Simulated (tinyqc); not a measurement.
The solidus: solid solubility of a dopant against its melt (retrograde solidus), clustering and the electrically active fraction. Computed by tinyqc, a small Python program. Command: `OMP_NUM_THREADS=1 python tinyqc.py 3027878 3027879 out.jsonl retro walk`. One thread of a shared host (Intel(R) Xeon(R) Processor @ 2.30GHz), about 0.01 s of CPU time with the checks.

Inputs (values chosen for the exercise, of the order of those of tin in silicon for the solubility):
```
quantity                                   value    unit
melting point of the host T_m               1687       K
heat of melting of the host H_f             50.2  kJ/mol
interaction L of the melt                    7.5  kJ/mol
enthalpy of transfer from melt to solid H  0.417      eV
entropy of transfer S                      -1.94     k_B
site density N0                            5e+22  1/cm^3
```

Constants: R = 8.314462618 J/(mol K); k_B = 8.617333262e-05 eV/K; e = 1.602176634e-19 C; N_A = 6.02214076e+23 1/mol.

Method. x_l and x_s are atom fractions of the dopant in melt and solid; the solid is dilute. Liquidus of the host: R T ln(1 - x_l) + L x_l^2 = -H_f (1 - T/T_m). Distribution: k = x_s/x_l = exp[L (1 - x_l)^2/(R T)] exp(S/k_B - H/(k_B T)), the first factor being the activity coefficient in the melt. Solubility = x_s N0; at T_m x_l = 0. The largest x_s N0 between 900 K and T_m. For an ideal melt with constant heats the maximum has x_l = H_f/(H + H_f), H in the same units.

largest solubility = 1.56566e+20 1/cm^3

temperature of the maximum = 1428.55 K

Against temperature:
```
T (K)      x_l         k  solubility (1/cm^3)  over the maximum
1000   0.96294  0.001139           5.4826e+19           0.35018
1100   0.92677  0.001774           8.2184e+19           0.52492
1200   0.86702  0.002582           1.1192e+20           0.71486
1300   0.77217  0.003602           1.3905e+20           0.88816
1400   0.62743  0.004957           1.5549e+20           0.99315
1500   0.42615  0.006957           1.4823e+20           0.94678
1580   0.24079  0.009338           1.1243e+20           0.71808
1640   0.10270  0.011704           6.0103e+19           0.38388
1675   0.02566  0.013330           1.7102e+19           0.10923
```

Between the first rows the Arrhenius energy of the solubility is 0.38 eV, against H = 0.417 eV; it shrinks to zero at 1429 K and turns negative beyond. A crystal saturated at the maximum precipitates dopant-rich liquid on cooling and on heating alike. Below a eutectic or compound temperature another phase would set the limit.

Extremes, crossings and ranges named in words are read from the listed rows.
